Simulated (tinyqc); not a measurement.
The 3-omega method: a line heater on a substrate with a thin film. Changing the current frequency f. Computed by tinyqc, a small Python program. Command: `OMP_NUM_THREADS=1 python tinyqc.py 3005019 3005020 out.jsonl threeomega sweep`. One thread of a shared host (Intel(R) Xeon(R) Processor @ 2.30GHz), about 0.01 s of CPU time with the checks.

A current at angular frequency omega = 2 pi f heats the line at 2 omega with the amplitude P per length; the temperature swing Delta T at 2 omega gives a voltage at 3 omega. The substrate is taken as semi-infinite and isotropic, and the heat capacity of heater and film is left out.

Inputs (values chosen for the exercise, modelled on a silicon-germanium alloy on gallium nitride):

| quantity | value | unit |
|---|---|---|
| substrate conductivity kappa | 181 | W/(m K) |
| substrate heat capacity C | 3 | 1e6 J/(m^3 K) |
| heater half-width b | 4.2 | micrometre |
| power amplitude per length P | 5.3 | W/m |
| film thickness t | 81 | nm |
| film conductivity kappa_f | 4.2 | W/(m K) |
| interface resistance R_i | 3.7 | m^2 K/GW |
| substrate thickness d_s | 300 | micrometre |
| temperature coefficient of resistance beta | 3.2 | 1e-3/K |
| voltage amplitude V_1 | 0.38 | V |

Method:
- D = kappa/C; q = sqrt(2 i omega/D); penetration depth 1/|q| = sqrt(D/(2 omega)).
- Delta T_s = (P/(pi kappa)) int_0^infinity (sin x/x)^2 / sqrt(x^2 + (q b)^2) dx with (q b)^2 = i |q b|^2, averaged over the heater width (12 Gauss-Legendre points on each of the pieces 0, 14 log-spaced edges from 1e-5 to 1, and multiples of pi to 40 pi; the tail adds 1/(4 (40 pi)^2)).
- For |q| b much below 1: Delta T_s = (P/(pi kappa)) [-ln(|q| b) + eta - i pi/4], eta = 3/2 - C_E = 0.92278, with Euler's C_E = 0.5772157.
- One-dimensional flow across the film: Delta T_f = P (t/kappa_f + R_i)/(2 b); total in-phase swing Delta T = Delta T_s + Delta T_f; third-harmonic amplitude V_3 = V_1 beta |Delta T|/2 with the out-of-phase part included; the apparent film conductivity is t/(t/kappa_f + R_i).
- Take the in-phase swing at f and at 2f; in the narrow-line limit kappa = P ln 2/(2 pi [Delta T(f) - Delta T(2f)]), whatever the film and the heater width.

One run for each value:

| current frequency f (Hz) | in-phase Delta T_s (K) | out-of-phase Delta T_s (K) | error of the slope method (%) | penetration depth (micrometre) | film share of the in-phase swing |
|---|---|---|---|---|---|
| 3 | 0.061801 | -0.0073203 | 4.1630e-04 | 1265.1 | 0.19007 |
| 10 | 0.056191 | -0.0073201 | 1.3876e-03 | 692.9 | 0.20515 |
| 30 | 0.051071 | -0.0073195 | 4.1623e-03 | 400.0 | 0.22117 |
| 100 | 0.045460 | -0.0073176 | 1.3870e-02 | 219.1 | 0.24186 |
| 300 | 0.040341 | -0.0073129 | 4.1574e-02 | 126.5 | 0.26444 |
| 1000 | 0.034733 | -0.0072987 | 1.3825e-01 | 69.3 | 0.29456 |
| 3000 | 0.029622 | -0.0072646 | 4.1260e-01 | 40.0 | 0.32868 |
| 10000 | 0.024042 | -0.0071686 | 1.3575e+00 | 21.9 | 0.37626 |
| 30000 | 0.019008 | -0.0069579 | 3.9747e+00 | 12.7 | 0.43278 |
| 100000 | 0.013678 | -0.0064449 | 1.2636e+01 | 6.9 | 0.51464 |

Over the rows, in-phase Delta T_s (K) falls from 0.0618 to 0.0137 (exponent d ln y / d ln x -0.079 between the first rows and -0.27 between the last); out-of-phase Delta T_s (K) rises from -0.00732 to -0.00644; error of the slope method (%) rises from 4.16e-4 to 12.6 (exponent d ln y / d ln x about 0.99 throughout). At the low end the exponent of out-of-phase Delta T_s is 0.00, close to 0: the narrow-line value does not depend on f. The exponent of penetration depth stays at -0.50: a diffusion length. The in-phase swing falls linearly in ln f while the penetration depth is much larger than b; the film step does not depend on f, so its share grows.

Caution (rows 3.00, 10.0, 30.0, 100, 300, 1000): the penetration depth exceeds a fifth of the substrate thickness, so the back face is felt and the semi-infinite formula fails.
